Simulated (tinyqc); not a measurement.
Worked calculation: strain, valley repopulation and piezoresistance in a many-valley conduction band. Computed by tinyqc, a small Python program that keeps every step. Command: `OMP_NUM_THREADS=1 python tinyqc.py 3028044 3028045 out.jsonl valleys walk`. One thread of a shared host (Intel(R) Xeon(R) Processor @ 2.30GHz), about 0.02 s of CPU time with the checks. Intermediate numbers are printed to about 6 digits and carried at full precision; extremes and crossings named in words are read from the listed rows.

Valleys are ellipsoids with mass m_l along the axis a and m_t across it, parabolic, with one constant relaxation time; strain shifts the valleys and leaves the masses alone. Currents are taken along [100], in the plane, and along [001], across the plane.

Inputs (values chosen for the exercise, modelled on silicon):
```
quantity                             value    unit
longitudinal mass m_l                0.924     m_0
transverse mass m_t                  0.192     m_0
shear deformation potential Xi_u      9.41      eV
dilation deformation potential Xi_d    1.1      eV
C11                                    166     GPa
C12                                     64     GPa
C44                                   79.9     GPa
stress X (tension positive)           -140     MPa
electron density n                   5e+16  1/cm^3
relaxation time tau                    110      fs
temperature T                           77       K
```

Valley axes: <100> (6 valleys in 3 pairs). Load: biaxial in the (001) plane.

Constants: k_B = 8.617333262e-05 eV/K; m_0 = 9.1093837015e-31 kg; k_B = 1.380649e-23 J/K; hbar = 1.054571817e-34 J s; e = 1.602176634e-19 C.

## Strain

Compliances S11 = (C11 + C12)/((C11 - C12)(C11 + 2 C12)), S12 = -C12/((C11 - C12)(C11 + 2 C12)), S44 = 1/C44; stress sigma_xx = sigma_yy = X, all else 0; e_xx = S11 sigma_xx + S12 (sigma_yy + sigma_zz), e_xy = S44 sigma_xy/2 (tensor strain).

strain tensor (%):
```
            x           y          z
x  -0.0774977   0.0000000  0.0000000
y   0.0000000  -0.0774977  0.0000000
z   0.0000000   0.0000000  0.0597572
```

## Valley shifts

Herring-Vogt shift of a valley with unit axis a: dE = Xi_d tr(e) + Xi_u a.e.a.

shifts dE (meV): x -8.34015, y -8.34015, z 4.57554

splitting (highest minus lowest) = 12.9157 meV

Lowest: x, y; the splitting is 1.95 k_B T.

## Populations

Each of the 6 valleys holds n_v = N_v (2/sqrt(pi)) F_1/2((E_F - dE_v)/(k_B T)), N_v = 2 (m_d k_B T/(2 pi hbar^2))^(3/2), m_d = (m_l m_t^2)^(1/3); E_F solves sum n_v = n and is counted from the unstrained edge. F_j(eta) = int_0^infinity x^j/(1 + exp(x - eta)) dx, without a gamma-function factor. It is evaluated after integrating by parts. Integrals over x = E/(k_B T) use 160 Gauss-Legendre points in u = sqrt(x) from 0 to sqrt(max(eta, 0) + 32).

Fermi level E_F = -34.4663 meV

share of the electrons (per pair): x 0.466502, y 0.466502, z 0.066996

## Mobility tensor and resistance change

Mobility tensor mu = e tau sum_v (n_v/n) [1/m_t + (1/m_l - 1/m_t) a a^T]; unstrained mu_0 = e tau (1/m_l + 2/m_t)/3; resistivity along d from the inverse tensor, rho_d = d.mu^-1.d/(n e), mobility along d = 1/(d.mu^-1.d); gauge pi_d = (rho_d/rho_0 - 1)/X.

mobility tensor (cm^2/(V s)):
```
         x        y        z
x  635.261    0.000    0.000
y    0.000  635.261    0.000
z    0.000    0.000  954.176
```

unstrained mobility mu_0 = 741.566 cm^2/(V s)

mobility along the first direction = 635.261 cm^2/(V s)

mobility along the second direction = 954.176 cm^2/(V s)

resistance change along the first direction = 16.7341 %

resistance change along the second direction = -22.2821 %

The mobility lies between e tau/m_l = 209 and e tau/m_t = 1010; the trace stays at 3 mu_0. Along the first direction the filled valleys present more of their heavy mass.

## Linear piezoresistance coefficients

With eta_0 the reduced Fermi level without strain, r = F_-1/2(eta_0)/(2 F_1/2(eta_0)) (1 for a classical gas) and c = r (Xi_u/k_B T) (m_l - m_t)/(2 m_l + m_t): pi11 = -(2/3) c (S11 - S12), pi12 = -pi11/2, pi44 = 0, with S11 - S12 = 1/(C11 - C12).

eta_0 = -4.27549

degeneracy factor r = 0.995133

pi11 = -330.976 1e-11/Pa

pi12 = 165.488 1e-11/Pa

pi44 = 0 1e-11/Pa

The gas is classical, so the coefficients follow 1/T.

## Full result against the linear law

Linear theory: pi = pi11 + pi12 in the plane and 2 pi12 across it.

Resistance changes (%); at 2000 MPa the strain is near or above 1 %, where band warping, left out here, matters:
```
X (MPa)  splitting (meV)  largest share  first direction    linear  second direction    linear
-2000            184.510        0.50000          21.8638   330.976           -26.407  -661.952
-1000             92.255        0.50000          21.8638   165.488           -26.407  -330.976
-400              36.902        0.49903          21.7096    66.195           -26.294  -132.390
-150              13.838        0.47059          17.3368    24.823           -22.810   -49.646
-50                4.613        0.39993           7.7223     8.274           -12.540   -16.549
50                 4.613        0.49959          -8.2137    -8.274            21.799    16.549
150               13.838        0.79933         -20.0523   -24.823           100.656    49.646
400               36.902        0.99226         -26.1807   -66.195           244.017   132.390
1000              92.255        1.00000         -26.4069  -165.488           254.164   330.976
2000             184.510        1.00000         -26.4069  -330.976           254.167   661.952
```

Along the first direction the linear law holds within 10 % for 2 of the 10 stresses, at -50.0, 50.0 MPa. At the largest compression the full change is +21.9 % against the linear +331.0 %, at the largest tension -26.4 % against -331.0 %: once the splitting is comparable with k_B T (or E_F) the populations no longer follow it linearly, and the change must saturate when the upper valleys are empty.

Checks made by the program: trace of the tensor against 3 mu_0 (relative difference below 1e-10); linear coefficients against the full calculation at 0.01 MPa (relative difference 6e-05).
